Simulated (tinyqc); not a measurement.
Inside a calculation. Model: square on-chip spiral inductor, lumped pi model.

Program tinyqc, `OMP_NUM_THREADS=1 python tinyqc.py 2302209 2302210 out.jsonl`; Intel Xeon 2.30GHz, shared host, one thread, about 0.01 s. Printed values are rounded.

Outer diameter do = di + 2 n wd + 2 (n - 1) sp, mean da = (do + di)/2, fill p = (do - di)/(do + di), length l = 4 n da. L = 2.34 mu0 n^2 da/(1 + 2.75 p), mu0 = 4 pi 1e-7 H/m. Rs = rho l/(wd delta (1 - exp(-th/delta))), delta = sqrt(rho/(pi f mu0)). Cs = n wd^2 eps0 eo/hu across the coil. At each end Cox = l wd eps0 eo/(2 ho) leads to the substrate branch Rsi = 2 rs he/(l wd) in parallel with Csi = l wd eps0 11.7/(2 he). With one end grounded Y = 1/(Rs + i w L) + i w Cs + 1/[1/(i w Cox) + 1/(1/Rsi + i w Csi)], w = 2 pi f; Q = -Im Y/Re Y. Eddy currents in neighbouring turns and in the substrate are left out.

Parameters, values chosen for the exercise; values of the order met in silicon radio-frequency processes:

| symbol | value | unit | meaning |
|---|---|---|---|
| n | 1.5 |  | number of turns |
| wd | 10 | um | line width |
| sp | 3 | um | space between turns |
| di | 140 | um | inner diameter |
| th | 4 | um | metal thickness |
| rho | 2.2 | uohm cm | metal resistivity |
| ho | 4.4 | um | oxide below the coil |
| hu | 0.9 | um | oxide between coil and underpass |
| eo | 4.1 |  | relative permittivity of the oxide |
| rs | 20 | ohm cm | substrate resistivity |
| he | 50 | um | effective spreading depth in the substrate |
| f | 3.5 | GHz | frequency |

Constants: eps0 = 8.8541878128e-12 F/m. Results are converted to the units shown.

## Geometry and model elements

do, l, L, delta, Rs, Cs, Cox, Rsi and Csi as defined.

do = 173 um
l = 939 um
L = 0.802702 nH
delta = 1.26182 um
Rs = 1.70894 ohm
Cs = 6.05036 fF
Cox = 38.7361 fF
Rsi = 2129.93 ohm
Csi = 9.72748 fF

Rs is 3.31 times the direct-current value in this empirical form, which overstates the skin effect of a flat slab when delta is near th and so stands in for some current crowding.

## Admittance, quality factor and apparent inductance

Series branch 1/(Rs + i w L), substrate branch, total Y, Q = -Im Y/Re Y, apparent inductance Im(1/Y)/w, metal-only value w L/Rs, share of the loss in the substrate Re(substrate branch)/Re Y.

series branch = 5.4334-56.1237i mS
substrate branch = 0.251194+0.281639i mS
Y = 5.6846-55.7090i mS
Q = 9.80002
apparent inductance = 0.807845 nH
w L/Rs = 10.3294
share of the loss in the substrate = 4.41886 %

Q is 94.9 % of the metal-only value.
